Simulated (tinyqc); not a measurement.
Plane-wave Kohn-Sham cycle with exchange-only LDA in a layered model solid, step by step. One step of it, computed by the program tinyqc.

Task: Iteration 2: potential. V_H(G) = 4 pi rho(G)/G^2 for G != 0 (uniform background); v_x = -(3 rho/pi)^(1/3); V = V_ext + V_H + v_x; Fourier components f(G_m) = (1/N) sum_j f(x_j) exp(-i G_m x_j).

A solid whose potential varies along x alone (atomic units):
```
parameter                      value
period a                   15.300000
cross-section of the cell  22.000000
electrons per cell                 2
grid points                       16
plane waves -n..n, n               3
k points                           3
V1 in V1 cos(2 pi x/a)     -0.520000
```

density after iteration 1 (e/bohr^3): [0.00800197, 0.00743395, 0.00634782, 0.00563145, 0.00539571, 0.00535397, 0.00534875, 0.00534771, 0.00534763, 0.00534771, 0.00534875, 0.00535397, 0.00539571, 0.00563145, 0.00634782, 0.00743395]

Give: Potentials on the grid; V(G_m), m = 0, 1, 2, ....

Result:

Potentials on the grid (hartree):
```
x          V_ext      V_H      v_x        V
0.0000   -0.5200   0.0905  -0.1970  -0.6264
0.9563   -0.4804   0.0793  -0.1922  -0.5933
1.9125   -0.3677   0.0514  -0.1823  -0.4986
2.8687   -0.1990   0.0184  -0.1752  -0.3558
3.8250         0  -0.0114  -0.1727  -0.1842
4.7812    0.1990  -0.0352  -0.1723  -0.0085
5.7375    0.3677  -0.0523  -0.1722   0.1432
6.6937    0.4804  -0.0625  -0.1722   0.2457
7.6500    0.5200  -0.0659  -0.1722   0.2819
8.6062    0.4804  -0.0625  -0.1722   0.2457
9.5625    0.3677  -0.0523  -0.1722   0.1432
10.5188   0.1990  -0.0352  -0.1723  -0.0085
11.4750        0  -0.0114  -0.1727  -0.1842
12.4313  -0.1990   0.0184  -0.1752  -0.3558
13.3875  -0.3677   0.0514  -0.1823  -0.4986
14.3438  -0.4804   0.0793  -0.1922  -0.5933
```

V(G_m), m = 0, 1, 2, ... (hartree): [-0.1780, -0.2270, 0.0030, -0.0001, -0.0001, 0.0000, 0.0000]
